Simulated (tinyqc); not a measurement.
Size effects in the resistivity of thin metal films and interconnect lines: one step, computed by the program tinyqc. Command: `OMP_NUM_THREADS=1 python tinyqc.py 3011746 3011747 out.jsonl size walk`. One thread of a shared host (Intel(R) Xeon(R) Processor @ 2.30GHz), about 0.01 s of CPU time with the checks.

Electrons lose their drift at surfaces (a share 1 - p of the hits) and at grain boundaries (reflection R), besides bulk scattering. The line sits in a trench with a non-conducting liner on both walls and the bottom; the spacing equals the drawn width.

Question. Resistance and delay. Total: rho = rho_b [1 + surface excess + grain excess]; resistance per length rho/(w_m h_m); capacitance per length C = 2 k eps_0 (aspect ratio + 1/2), a parallel-plate estimate for two neighbours plus a fixed term for the planes above and below; delay 0.38 R C L^2; effective resistivity per drawn area.

Inputs (values chosen for the exercise, modelled on copper): bulk resistivity rho_b = 1.68 microohm cm; aspect ratio (height over width) = 2.4; line length = 17 micrometre; permittivity of the dielectric k = 2.9.

Geometry: line.

rho/rho_b from surfaces = 1.189238

rho/rho_b from grains = 2.537844

metal width w_m = 25.6 nm

metal height h_m = 64.1 nm

share of the trench filled by metal = 93.79058 %

Constants: eps_0 = 8.8541878128e-12 F/m.

Give: resistivity rho; resistance per length; capacitance per length; RC delay; effective resistivity per drawn area.

Answer.

resistivity rho = 4.5815 microohm cm

resistance per length = 27.920 ohm/micrometre

capacitance per length = 0.14893 fF/micrometre

RC delay = 0.45663 ps

effective resistivity per drawn area = 4.8848 microohm cm

Of the factor 2.91 over bulk, scattering gives 2.73 and the liner 1.07; within scattering, grain boundaries outweigh surfaces (1.54 against 0.19, grains first).
